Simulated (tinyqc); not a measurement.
From one set of inputs to another, one input at a time: admittance spectroscopy and thermally stimulated current of one trap level in a depletion layer. Computed by tinyqc, a small Python program. Command: `OMP_NUM_THREADS=1 python tinyqc.py 3110938 3110939 out.jsonl admit ladder`. One thread of a shared host (Intel(R) Xeon(R) Processor @ 2.30GHz), about 0.01 s of CPU time with the checks.

A Schottky junction on n-type material holds one donor-like electron trap; shallow donors are fully ionised and abrupt depletion edges are assumed.

The inputs printed are set A. Set A is modelled on n-type beta-Ga2O3; the values taken over come from a set modelled on n-type germanium. Inputs not listed in the table keep their values of set A, so the rows need not describe a real material.

Inputs (values chosen for the exercise, modelled on n-type beta-Ga2O3):
```
quantity                         value    unit
dielectric constant eps           10.4       -
density-of-states mass m         0.273     m_0
shallow doping N               1.7e+16  1/cm^3
trap density N_t               2.3e+15  1/cm^3
trap depth E_t below the band    0.588      eV
capture cross section sigma    7.8e-17    cm^2
band bending V_b                   2.2       V
test frequency f                   100      Hz
```

Constants: k_B = 1.380649e-23 J/K; m_0 = 9.1093837015e-31 kg; h = 6.62607015e-34 J s; k_B = 8.617333262e-05 eV/K; eps_0 = 8.8541878128e-12 F/m; e = 1.602176634e-19 C.

Method:
- N_c = 2 (2 pi m k_B T/h^2)^(3/2), v_th = sqrt(3 k_B T/m), emission rate e_n = sigma v_th N_c exp(-E_t/(k_B T)).
- Where the level crosses the Fermi level capture equals emission, so the trap follows the signal with the rate 2 e_n; G/omega peaks at omega = 2 e_n (the correction for large N_t/N is left out).
- Solve 2 e_n(T_p) = 2 pi f.
- With E_c - E_F = k_B T_p ln(N_c/N): lambda = sqrt(2 eps eps_0 (E_t - (E_c - E_F))/(e^2 N)); traps are empty and charged for x < x_t = w - lambda, and V_b = e (N w^2 + N_t x_t^2)/(2 eps eps_0). High frequency: C_hf = eps eps_0/w. Low frequency: C_lf = eps eps_0 (N + N_t)/(N w + N_t x_t).

Each row keeps all changes above it:
```
input moved                            from       to  step (C_lf - C_hf)/C_hf  C_hf (nF/cm^2)  lambda (nm)
set A                                     -        -                  0.05424          24.391       162.99
shallow doping N (1/cm^3)           1.7e+16  1.1e+15                  0.46101           7.671       559.97
trap depth E_t below the band (eV)    0.588    0.248                  0.29842           8.397       372.60
test frequency f (Hz)                   100    80000                  0.18013           9.117       227.88
density-of-states mass m (m_0)        0.273    0.538                  0.15816           9.274       200.44
capture cross section sigma (cm^2)  7.8e-17  2.2e-16                  0.19323           9.028       244.17
trap density N_t (1/cm^3)           2.3e+15  2.9e+13                  0.00419           6.129       244.17
band bending V_b (V)                    2.2     0.41                  0.00972          14.140       244.17
```

Which inputs carry the difference?

Step (C_lf - C_hf)/C_hf goes from 0.0542 to 0.00972, a factor 0.179 in all. The largest single move comes from trap density N_t (a factor 0.0217), and shallow doping N works against it (a factor 8.50). C_hf goes from 24.4 to 14.1, a factor 0.580 in all. The largest single move comes from shallow doping N (a factor 0.314), and band bending V_b works against it (a factor 2.31). Lambda goes from 163 to 244, a factor 1.50 in all. The largest single move comes from shallow doping N (a factor 3.44), and test frequency f works against it (a factor 0.612). The single moves hold for this order of the switches; the total does not depend on the order.

Caution (rows shallow doping N, trap depth E_t below the band, test frequency f, density-of-states mass m, capture cross section sigma): N_t/N is not small, so the peak moves away from omega = 2 e_n.

Extremes, crossings and ranges named in words are read from the listed rows.
